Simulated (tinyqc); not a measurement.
Wannier functions of a composite (isolated) pair of valence bands (bonds of an sp chain), step by step. Values are carried at full precision from step to step, so a last printed digit may differ when a step is redone from the rounded ones.

Each atom has a hybrid pointing left (<) and right (>). H(k): diagonal +V3 on A, -V3 on B; <A<|A>> = -V1a, <B<|B>> = -V1b, <A>|B<> = -V2, <B>|A<> = -V2p exp(ik); k in 1/a, Bloch sums with exp(ikR). The two lowest bands are filled. Trial functions in cell 0: g1 = cos(c) A> + sin(c) B<, and g2 = sin(c) B> + cos(c) A< of cell 1, whose Bloch vector has cos(c) exp(-ik) on A<. Projection A_mn = <psi_m|g_n>, S = A^+ A, Loewdin U = A S^(-1/2), Bloch-like states w_n = sum_m psi_m U_mn, H_W(k) = U^+ diag(E) U. P = sum_m |psi_m><psi_m| is free of phase choices, and S = g^+ P g, w = P g S^(-1/2).

Values chosen for the exercise:
```
symbol  value  unit     meaning
V2      2.96   eV       coupling in the bond A-B inside the cell
V2p     4.85   eV       coupling in the bond to the next cell
V1a     1.76   eV       coupling of the two hybrids on A
V1b     0.9    eV       the same on B
V3      0      eV       A at +V3, B at -V3
j       2               mesh point, k = 2 pi j/N
N       6               k points
c       35     degrees  trial bonds cos(c) on A, sin(c) on B
xb      0.54   a        position of B (A at 0)
```

## H at one mesh point

Fill in the matrix.

H(k) (eV):
```
                A<       A>       B<              B>
A<               0  -1.7600        0  2.4250+4.2002i
A>         -1.7600        0  -2.9600               0
B<               0  -2.9600        0         -0.9000
B>  2.4250-4.2002i        0  -0.9000               0
```

## Levels and the projector on the filled bands

Diagonalise; P = sum over the two lowest states of |psi><psi|.

levels (eV): -5.2820  -2.8796  2.8796  5.2820

P:
```
                 A<              A>              B<               B>
A<           0.5000  0.1396+0.0451i               0  -0.2530-0.4055i
A>   0.1396-0.0451i          0.5000  0.4772+0.0268i                0
B<                0  0.4772-0.0268i          0.5000   0.1172+0.0881i
B>  -0.2530+0.4055i               0  0.1172-0.0881i           0.5000
```

The filled states put 2.000 electrons on A and 2.000 on B at this k.

## Loewdin orthogonalisation

The trial vectors are the columns g1 = (0, cos c, sin c, 0), g2 = (cos c exp(-ik), 0, 0, sin c), k = 2 pi j/N. Form S = g^+ P g, its eigenvalues, S^(-1/2), and w = P g S^(-1/2).

S:
```
                 1                2
1           0.9485  -0.0344-0.0370i
2  -0.0344+0.0370i           0.9489
```

eigenvalues of S: 0.8981  0.9992

S^(-1/2):
```
                1               2
1          1.0279  0.0187+0.0201i
2  0.0187-0.0201i          1.0277
```

w:
```
                 1                2
A<  0.0992+0.0340i  -0.3582-0.6006i
A>  0.6991+0.0161i  -0.0792-0.0688i
B<  0.6989-0.0230i   0.0822+0.0651i
B>  0.0821-0.0653i   0.6991+0.0142i
```

The combinations of the trial bonds that diagonalise S lie 89.8 to 99.9 % inside the filled space; an eigenvalue near zero would mark a poor choice.

## The Hamiltonian in the new basis

H_W = w^+ H w; its eigenvalues must be the two filled levels.

H_W(k) (eV):
```
              1             2
1        -3.136  0.002+0.742i
2  0.002-0.742i        -5.026
```

eigenvalues (eV): -5.282  -2.880

## Hoppings between the Wannier functions

H_mn(R) = (1/N) sum_k exp(-ikR) H_W,mn(k), the coupling of function m in cell 0 to function n in cell R.

H(R) (eV):
```
R        11       12       21       22
-2   0.0017  -0.0077  -0.0005   0.0017
-1   0.0491  -0.8716  -0.0081   0.0491
0   -3.0852  -0.4419  -0.4419  -4.9753
1    0.0491  -0.0081  -0.8716   0.0491
2    0.0017  -0.0005  -0.0077   0.0017
3    0.0002  -0.0003  -0.0003   0.0002
```

The bond levels are -3.085 and -4.975 eV, against -sqrt(V2^2 + V3^2) = -2.960 and -4.850 for isolated bonds. Neighbouring bonds couple by -0.442 eV through B; the bond-orbital estimate is -V1b (1 + ap)/2 = -0.450 with the mean V2 in ap = V3/sqrt(V2^2 + V3^2).

## The functions in real space

w_n(R) = (1/N) sum_k exp(ikR) w_n(k); point-like hybrids at R (A) and R + xb (B) give centres and spreads.

Function 1:
```
R        A<       A>       B<       B>
-2   0.0001   0.0008  -0.0005  -0.0037
-1   0.0016   0.0120  -0.0120  -0.0780
0    0.0792   0.7014   0.7012   0.0421
1   -0.0399  -0.0078   0.0162   0.0011
2   -0.0021  -0.0004   0.0011   0.0000
3   -0.0002   0.0000   0.0001  -0.0003
```

centres (a): 1 0.2655, 2 0.7745

spreads (a^2): 1 0.0772, 2 0.0574

Function 1 has 98.4 % of its weight on the two hybrids of its bond. Its centre lies -0.0045 a from the middle of the bond.

## Checks

- Eigenvalues of H_W against the filled levels: they agree to 1e-10 or better.
- W^+ w against the unit matrix: they agree to 1e-10 or better.

Computed by tinyqc, a small Python program: `OMP_NUM_THREADS=1 python tinyqc.py 1480988 1480989 out.jsonl` (the numbers bound the seed that draws the inputs); one thread of a shared host (Intel(R) Xeon(R) Processor @ 2.30GHz), about 0.2 s for the whole set of steps.
